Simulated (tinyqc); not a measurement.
Delay unit and parasitic delay from two ring oscillators.

Problem. A ring of 11 inverters oscillates at 1/(2 x 11 d), with stage delay d = tau (h + p) for fan-out h. Find tau, p and the delay at fan-out 4.

frequencies of 11-stage ring oscillators with fan-out 1 and 5 (GHz): [1.9316632, 0.82627652]

Solution. d is a straight line in h with slope tau and intercept tau p.

tau = 7.870 ps
p = 1.990
delay at fan-out 4 = 47.14 ps

Program tinyqc, `OMP_NUM_THREADS=1 python tinyqc.py 2082027 2082028 out.jsonl`; Intel Xeon 2.30GHz, shared host, one thread, about 0.01 s.
